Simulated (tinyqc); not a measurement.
Charge pumping in an n-channel transistor: one step of the calculation.

The gate is pulsed from accumulation to inversion and back. Energies E are counted from the intrinsic level; Dit(E) = D0 [1 + b (2 E/Eg)^2]. During each edge the traps near the bands emit their carriers, and those between Eh and Ee recombine once a cycle.

Question. Pumped charge and current. Nit = integral of Dit from Eh to Ee = D0 [Ee - Eh + 4 b (Ee^3 - Eh^3)/(3 Eg^2)], Qcp = q A Nit, Icp = f Qcp.

Inputs (values chosen for the exercise); band and dielectric values close to those of silicon:
- Eg = 1.12 eV (band gap)
- A = 5.5 um^2 (gate area)
- D0 = 1.3e11 cm^-2 eV^-1 (trap density at midgap)
- b = 0 (rise of the trap density towards the band edges)
- f = 91000 Hz (frequency)

Constants: q = 1.602176634e-19 C. Results are converted to the units shown.

Ee = 0.23635382 eV
Eh = -0.29259552 eV

Find: Nit; mean Dit; traps pumped a cycle; Icp.

Answer.

Nit = 6.876e10 cm^-2
mean Dit = 1.300e11 cm^-2 eV^-1
traps pumped a cycle = 3782
Icp = 55.14 pA

Range of the model: The Fermi levels of inversion and accumulation are taken to lie beyond Ee and Eh, the flat tops to fill all traps, and no geometric current is added.

Computed by the program tinyqc: `OMP_NUM_THREADS=1 python tinyqc.py 2030087 2030088 out.jsonl`, one thread of a shared Intel Xeon 2.30GHz, about 0.01 s for the whole run.
